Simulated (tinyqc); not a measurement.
Composition and strain of an epitaxial Si(1-x)Ge(x) layer from Raman and X-ray peaks: one step, computed by the program tinyqc.

A (001) layer, biaxially strained in the plane. The Raman peaks follow empirical lines omega = w0 + c1 x + c3 x^3 + b eps (c3 for Si-Ge alone), with eps the in-plane strain.

Task: X-ray (004) reflection. Bragg angle theta = arcsin(2 lambda/a) for (004), for the substrate with a_sub and the layer with a_perp; separation in arc seconds.

Inputs (values chosen for the exercise, modelled on silicon-germanium): X-ray wavelength = 1.540598 angstrom.

Substrate: silicon.

substrate constant a_sub = 5.431 angstrom

a_perp = 5.703176 angstrom

Give: theta of the substrate; theta of the layer; separation, layer less substrate.

Result:

theta of the substrate = 34.565 degree

theta of the layer = 32.701 degree

separation, layer less substrate = -6707.8 arcsec

Caution: strains above 2 % survive only in layers a few nanometres thick, and the linear relations lose accuracy.
